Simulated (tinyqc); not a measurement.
## Resonant-tunnelling diode, transfer matrices and Tsu-Esaki current: effect of temperature at two biases

Emitter (band edge 0), barrier d1, well Lw, barrier d2, collector (edge -V). The bias drops linearly over these layers and none in the contacts; each layer is cut into ns equal slices, flat at the value of their centres. E is the energy of motion across the layers, C = hbar^2/(2 m0), psi and psi'/m are continuous. Transport is coherent, T(E) is taken as independent of the transverse momentum, and charge in the well is ignored.

The current at V = 0.511 V and at V = 0.782 V, Ef held fixed. For the pair (psi, psi'/m) a flat layer has M = [[cos kd, (m/k) sin kd], [-(k/m) sin kd, cos kd]] with k = sqrt(m (E - U)/C) above its edge U, and M = [[cosh Kd, (m/K) sinh Kd], [(K/m) sinh Kd, cosh Kd]] with K = sqrt(m (U - E)/C) below it. Later slices stand to the left. With M acting on (psi, psi'/m) and v = k/m in each lead, T(E) = 4 vL vR/[(vL vR M12 - M21)^2 + (vR M11 + vL M22)^2]. J = J0 times the integral over E > 0 of T(E) N(E), N = ln[(1 + exp((Ef - E)/Vt))/(1 + exp((Ef - V - E)/Vt))], J0 = q^2 mw m0 kB T/(2 pi^2 hbar^3) (times 1e-4 for A/cm^2 per eV). The integral is converged to the digits shown.

Inputs (values chosen for the exercise); masses and offsets close to those of InGaAs wells and AlAs barriers: mass in the well, spacer and contacts mw = 0.04 m0; barrier height U1 = 1.2 eV; barrier mass m1 = 0.15 m0; emitter barrier d1 = 1.1 nm; well width Lw = 2.5 nm; collector barrier d2 = 0.9 nm; slices in each layer ns = 2; Fermi energy of both contacts above their band edges Ef = 0.25 eV.

Constants: q = 1.602176634e-19 C, kB = 1.380649e-23 J/K, hbar = 1.054571817e-34 J s, m0 = 9.1093837015e-31 kg, Vt = kB T/q, hbar^2/(2 m0) = 0.0380998212 eV nm^2. Results are converted to the units shown.

Effect of temperature at two biases:
```
T (K)  J at 0.511 V (kA/cm^2)  J at 0.782 V (kA/cm^2)  ratio
40                       1893                   93.50  20.24
77                       1893                   93.64  20.21
150                      1894                   94.18  20.11
220                      1895                   95.02  19.94
300                      1898                   96.38  19.69
400                      1902                   98.70  19.27
```

The first current stays near 1900 kA/cm^2, the second rises from 93.5 to 98.7 kA/cm^2, and their ratio falls from 20.2 to 19.3.

Program tinyqc, `OMP_NUM_THREADS=1 python tinyqc.py 2600039 2600040 out.jsonl`; Intel Xeon 2.30GHz, shared host, one thread, about 0.07 s.
